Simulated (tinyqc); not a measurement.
Minimum-mode following (dimer method) and harmonic rate on a two-dimensional model surface: one step, computed by the program tinyqc. Command: `OMP_NUM_THREADS=1 python tinyqc.py 3016951 3016952 out.jsonl dimer walk`. One thread of a shared host (Intel(R) Xeon(R) Processor @ 2.30GHz), about 0.01 s of CPU time with the checks.

V(x, y) = -A (cos kx + cos ky) - B cos kx cos ky + (C sin ky + S sin kx)(1 - cos kx), k = 2 pi/a; the atom hops from the minimum at (0, 0) to that at (a, 0).

Task: Dimer step 1. Dimer at R with unit axis N = (cos phi, sin phi) and normal T = (-sin phi, cos phi). Gradients g at R +/- delta N and at R +/- delta T give H N and H T by central differences, (g+ - g-)/(2 delta). With C_N = N.H N, C_T = T.H T and b = T.H N, rotate by theta = (1/2) atan2(-2b, C_T - C_N), the angle of least curvature C = (C_N + C_T)/2 - sqrt((C_N - C_T)^2/4 + b^2). Translate along F = -g + 2 (g.N) N if C < 0, else along F = (g.N) N, with the new axis: R(new) = R + eta F, the move limited to 0.2 angstrom.

Inputs (values chosen for the exercise, for a model surface): amplitude A = 0.23 eV; amplitude B = 0.0077 eV; skew C = 0.04 eV; asymmetry S = 0.035 eV; period a = 3.6 angstrom; half length delta = 0.005 angstrom; step factor eta = 0.8 angstrom^2/eV.

Surface: adatom on a square lattice.

R at the start (angstrom): [0.8346298, -0.0189273]

phi at the start = 10 degrees

Give: C_N, C_T, b; rotation theta; phi after step 1; least curvature C; gradient g; effective force F; R after step 1.

Result:

C_N, C_T, b (eV/angstrom^2): [0.0865, 0.6443, 0.2311]

rotation theta = -19.82 degrees

phi after step 1 = -9.822 degrees

least curvature C = 0.003202 eV/angstrom^2

gradient g (eV/angstrom): [0.4763, 0.0485]

effective force F (eV/angstrom): [0.4543, -0.0787]

R after step 1 (angstrom): [1.032, -0.053]

The curvature is still positive, so the dimer climbs along its axis to leave the convex region.
